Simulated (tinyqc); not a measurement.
# Small-signal admittance of a forward-biased p+-n diode: two studies

Holes injected into a neutral base of width wb with an ohmic contact at its end; low injection, p0 far above the equilibrium density. A small voltage v exp(i w t), w = 2 pi f, modulates the edge density by p0 v/Vt, and the small-signal density obeys Dp d2p/dx2 = (1/tau + i w) p.

Values chosen for this exercise; permittivity close to that of gallium arsenide:
- T = 300 K (temperature)
- eps_r = 12.9 (relative permittivity)
- Nd = 1.8e16 cm^-3 (donor density of the base)
- Dp = 5.7 cm^2/s (hole diffusion coefficient)
- tau = 5e-8 s (hole lifetime)
- wb = 0.59 um (width of the neutral base)
- p0 = 8.8e14 cm^-3 (excess hole density at the junction edge)
- Na = 3e18 cm^-3 (acceptor density of the p+ side)
- Rs = 0.00024 ohm cm^2 (series resistance)
- f = 4.8e7 Hz (signal frequency)

Constants: q = 1.602176634e-19 C, kB = 1.380649e-23 J/K, Vt = kB T/q, eps0 = 8.8541878128e-14 F/cm where lengths are in cm. Results are converted to the units shown.

Each table varies one quantity; the others keep the values above.

## Admittance against frequency

L = sqrt(Dp tau); direct current J = (q Dp p0/L) coth(wb/L); k = sqrt(1 + i w tau)/L; diffusion admittance Y = (q Dp p0/Vt) k coth(k wb) = G + i w C_diff; junction capacitance C_j = sqrt(q eps0 eps_r Nd/(2 Vr)) in the depletion approximation, with the remaining barrier Vr = Vt ln(Na/p0), a rough value under forward bias; base-width modulation is left out. Measured admittance 1/[Rs + 1/(Y + i w C_j)].

The same in every row: C_j (uF/cm^2) = 0.088500.

Admittance against frequency:

| f (Hz) | w tau | G (S/cm^2) | C_diff (uF/cm^2) | measured G (S/cm^2) | measured C (uF/cm^2) | phase of the measured Y (degrees) |
|---|---|---|---|---|---|---|
| 2e6 | 0.62832 | 529.04 | 0.10708 | 469.43 | 0.15400 | 0.23619 |
| 7e6 | 2.1991 | 529.04 | 0.10708 | 469.45 | 0.15399 | 0.82658 |
| 3e7 | 9.4248 | 529.19 | 0.10707 | 469.78 | 0.15397 | 3.5352 |
| 1e8 | 31.416 | 530.75 | 0.10698 | 473.31 | 0.15370 | 11.532 |
| 5e8 | 157.08 | 570.54 | 0.10468 | 561.00 | 0.14703 | 39.468 |
| 2e9 | 628.32 | 975.89 | 0.081953 | 1289.8 | 0.095355 | 42.893 |
| 9e9 | 2827.4 | 2190.3 | 0.038685 | 2968.9 | 0.023965 | 24.535 |
| 4e10 | 12566 | 4615.9 | 0.018365 | 3975.7 | 0.0023235 | 8.3560 |
| 2e11 | 62832 | 10321 | 0.0082132 | 4149.9 | 1.1208e-4 | 1.9439 |

Read the table: what changes, and by how much?

G starts at J/Vt = 529 S/cm^2 and C_diff at (J tau/(2 Vt))(1 - 2 x/sinh 2x) = 0.107 uF/cm^2, x = wb/L = 0.111. Between the last two rows G goes as f^(0.50) and C_diff as f^(-0.50); the limits are 1/2 and -1/2, reached when the signal penetrates only sqrt(Dp/w). The measured C is 21 % below C_diff + C_j in the first row and 100 % below it in the last, the difference being due to Rs.

## Effect of the hole lifetime

Same model as above.

The same in every row: C_j (uF/cm^2) = 0.088500.

Results:

| tau (s) | w tau | G (S/cm^2) | C_diff (uF/cm^2) | measured G (S/cm^2) | measured C (uF/cm^2) | phase of the measured Y (degrees) |
|---|---|---|---|---|---|---|
| 5e-10 | 0.15080 | 726.04 | 0.092394 | 618.74 | 0.13117 | 3.6584 |
| 2e-9 | 0.60319 | 579.82 | 0.10305 | 509.54 | 0.14759 | 4.9926 |
| 1e-8 | 3.0159 | 537.96 | 0.10637 | 477.03 | 0.15283 | 5.5190 |
| 5e-8 | 15.080 | 529.43 | 0.10706 | 470.33 | 0.15393 | 5.6371 |
| 2e-7 | 60.319 | 527.83 | 0.10719 | 469.06 | 0.15414 | 5.6598 |
| 5e-6 | 1508.0 | 527.31 | 0.10723 | 468.66 | 0.15420 | 5.6671 |

Estimate the missing row, tau = 1e-6 s.

Computed row:

| tau (s) | w tau | G (S/cm^2) | C_diff (uF/cm^2) | measured G (S/cm^2) | measured C (uF/cm^2) | phase of the measured Y (degrees) |
|---|---|---|---|---|---|---|
| 1e-6 | 301.59 | 527.40 | 0.10723 | 468.73 | 0.15419 | 5.6658 |

With this row back in the table: As tau goes from 5e-10 to 5e-6, G falls from 726 to 527 S/cm^2, C_diff rises from 0.0924 to 0.107 uF/cm^2 and the measured C rises from 0.131 to 0.154 uF/cm^2. C_diff exceeds C_j in every row.

Computed by the program tinyqc: `OMP_NUM_THREADS=1 python tinyqc.py 2890130 2890131 out.jsonl`, one thread of a shared Intel Xeon 2.30GHz, about 0.01 s for the whole run.
